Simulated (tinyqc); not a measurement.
Three-phonon processes in a diatomic chain: dispersion, energy and momentum conservation, and decay channels of optical phonons: one step, computed by the program tinyqc.

Cell length a, two atoms, one spring constant. x = q a/pi runs from -1 to 1; A and O are the acoustic and optical branches. Matrix elements are not computed: only conservation laws and occupation factors are followed.

Problem. Band edges. omega^2 = k (1/m + 1/M) -/+ k sqrt((1/m + 1/M)^2 - 4 sin^2(pi x/2)/(m M)); nu = 15.6333042 THz x sqrt(omega^2) for eV/(angstrom^2 u). Acoustic top sqrt(2 k/M), optical bottom sqrt(2 k/m), optical top sqrt(2 k (1/m + 1/M)).

Inputs (values chosen for the exercise, for a model chain): light mass m = 10.8 u; heavy mass M = 13.5 u; spring constant k = 3.4 eV/angstrom^2.

Constants: nu for 1 eV/(angstrom^2 u) = 15.6333042 THz.

Give: acoustic top; optical bottom; optical top; optical top over twice the acoustic top; optical bottom over twice the acoustic top; optical width over acoustic top.

Solution.

acoustic top = 11.10 THz

optical bottom = 12.40 THz

optical top = 16.64 THz

optical top over twice the acoustic top = 0.75

optical bottom over twice the acoustic top = 0.5590

optical width over acoustic top = 0.3820

The zone-centre optical phonon can decay into two acoustic ones: this needs M/m <= 3.
